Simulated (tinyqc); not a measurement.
X-ray photoelectron analysis of a thin oxide on a semiconductor: attenuation lengths, thickness, angle series and band offsets: one step, computed by the program tinyqc. Command: `OMP_NUM_THREADS=1 python tinyqc.py 3112689 3112690 out.jsonl xps walk`. One thread of a shared host (Intel(R) Xeon(R) Processor @ 2.30GHz), about 0.01 s of CPU time with the checks.

The same element is seen in the oxide and in the substrate, at nearly the same kinetic energy; films are flat and uniform, and the work function is ignored.

Question. Peak ratio. R_0 = (rho_o/M_o) L_o/((rho_s/M_s) L_s); peak ratio R = I_ox/I_sub = R_0 [exp(d/(L_o cos theta)) - 1]; hence d = L_o cos theta ln(1 + R/R_0). A carbon layer weakens both peaks alike, by exp(-d_C/(L_o cos theta)) if its L is taken equal to L_o. This R_0 leaves out intrinsic losses from the substrate peak, so calibrated values can be larger.

Inputs (values chosen for the exercise, modelled on SiO2 on 4H-SiC): oxide density = 2.21 g/cm^3; oxide formula mass = 60.08 g/mol; substrate density = 3.21 g/cm^3; substrate formula mass = 40.1 g/mol; oxide thickness d = 2.6 nm; emission angle from the normal = 45 degrees; carbon overlayer = 0.2 nm.

L in the oxide = 3.488313 nm

L in the substrate = 2.627130 nm

Give: R_0; d/(L_o cos theta); ratio R; oxide share of the counts; attenuation by carbon; depth 3 L_o cos theta.

Answer.

R_0 = 0.6101

d/(L_o cos theta) = 1.054

ratio R = 1.141

oxide share of the counts = 0.5328

attenuation by carbon = 0.9221

depth 3 L_o cos theta = 7.400 nm
